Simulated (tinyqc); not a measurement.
# Dopant redistribution at a moving silicon-oxide interface during parabolic oxidation, step by step

A worked calculation. Computed by tinyqc, a small Python program that keeps every step. Command: `OMP_NUM_THREADS=1 python tinyqc.py 3016724 3016725 out.jsonl segox walk`. One thread of a shared host (Intel(R) Xeon(R) Processor @ 2.30GHz), about 0.01 s of CPU time with the checks. Intermediate numbers are printed to about 6 digits and carried at full precision; extremes and crossings named in words are read from the listed rows.

Uniformly doped silicon is oxidised with x_ox = sqrt(B t); the interface advances into the silicon by alpha x_ox, alpha = 0.44. The dopant does not move in the oxide, and at the interface C(silicon) = m C(oxide).

Inputs (values chosen for the exercise, modelled on boron in silicon under dry oxygen):
```
quantity                                           value    unit
dopant prefactor D0                                 1.11  cm^2/s
dopant activation energy E                          3.47      eV
oxidation prefactor B0                               721  um^2/h
oxidation activation energy E_B                     1.24      eV
segregation coefficient m = C(silicon)/C(oxide)     0.26       -
bulk doping C_B                                  1.8e+17  1/cm^3
temperature T                                        900       C
time t                                              0.86       h
```

Constants: k_B = 8.617333262e-05 eV/K.

## Rates

D = D0 exp(-E/(k_B T)), converted with 1 cm^2/s = 3.6e11 um^2/h; B = B0 exp(-E_B/(k_B T)); s = alpha sqrt(B/(4 D)), the interface advance over 2 sqrt(D t). Temperatures in kelvin are T(C) + 273.15.

D = 4.95137e-04 um^2/h

B = 0.00339605 um^2/h

s = 0.576165

oxide thickness = 0.0540426 um

diffusion length 2 sqrt(D t) = 0.0412707 um

Interface and diffusion move at similar speeds. Caution: in this case the oxide is not much thicker than a typical Deal-Grove length A, so real growth is slower than parabolic. Caution: parabolic growth needs an oxide much thicker than the Deal-Grove length A, which fails for thin films and low temperatures; oxidation-enhanced or retarded diffusion is ignored.

## Interface concentration

With the dopant diffusivity D and s = alpha x_ox/(2 sqrt(D t)), in the silicon C = C_B + (C_s - C_B) erfc(y/(2 sqrt(D t)))/erfc(s), y from the original surface. Dopant balance at the interface gives C_s/C_B = 1/[1 + (1/(m alpha) - 1) g], g = sqrt(pi) s exp(s^2) erfc(s).

g = 0.590914

ratio C_s/C_B = 0.179391

C_s in the silicon = 3.22904e+16 1/cm^3

concentration in the oxide = 1.24194e+17 1/cm^3

m alpha = 0.114: the oxide takes more dopant than the consumed silicon held, so the silicon is depleted. For a very fast interface the ratio would tend to m alpha.

## Dose moved

Consumed silicon held alpha x_ox C_B; the oxide holds x_ox times the dopant concentration in the oxide; the difference is the excess in the silicon; 1 um = 1e-4 cm.

dopant in the consumed silicon = 4.28017e+11 1/cm^2

dopant in the oxide = 6.71175e+11 1/cm^2

excess in the silicon = -2.43158e+11 1/cm^2

## Profile below the interface

Depths z are counted from the present interface: y/(2 sqrt(D t)) = s + z/(2 sqrt(D t)); take z/(2 sqrt(D t)) = 0, 0.05, 0.1, 0.2, 0.3, 0.5, 0.75, 1, 1.5.

Profile:
```
z/(2 sqrt(D t))     z (um)     C/C_B
0.00             0.0000000  0.179391
0.05             0.0020635  0.257078
0.10             0.0041271  0.330053
0.20             0.0082541  0.461687
0.30             0.0123812  0.574423
0.50             0.0206353  0.746949
0.75             0.0309530  0.879972
1.00             0.0412707  0.948982
1.50             0.0619060  0.993432
```

## Temperature and segregation coefficient

The formulas are those given above.

C_s/C_B:
```
T (C)         s    this m   m = 0.2  m = 1/alpha   m = 10
850    0.941424  0.148434  0.115202            1  2.34008
900    0.576165  0.179391  0.140370            1  1.84032
950    0.367064  0.223264  0.176756            1  1.53203
1000   0.242280  0.279324  0.224513            1  1.34688
1050   0.165017  0.345141  0.282477            1  1.23364
1100   0.115581  0.416922  0.348154            1  1.16225
1150   0.083006  0.490284  0.418093            1  1.11579
1200   0.060967  0.561183  0.488558            1  1.08466
```

s falls from 0.941 to 0.0610 as T rises, because diffusion has the larger activation energy (3.47 against 1.24 eV); the ratio for this m moves from 0.148 to 0.561, towards 1. At m = 1/alpha the oxide takes exactly what the silicon held, and nothing moves. The ratio does not depend on time, since both lengths grow as sqrt(t).

Checks made by the program: excess against the integral of the profile (relative difference below 1e-10).
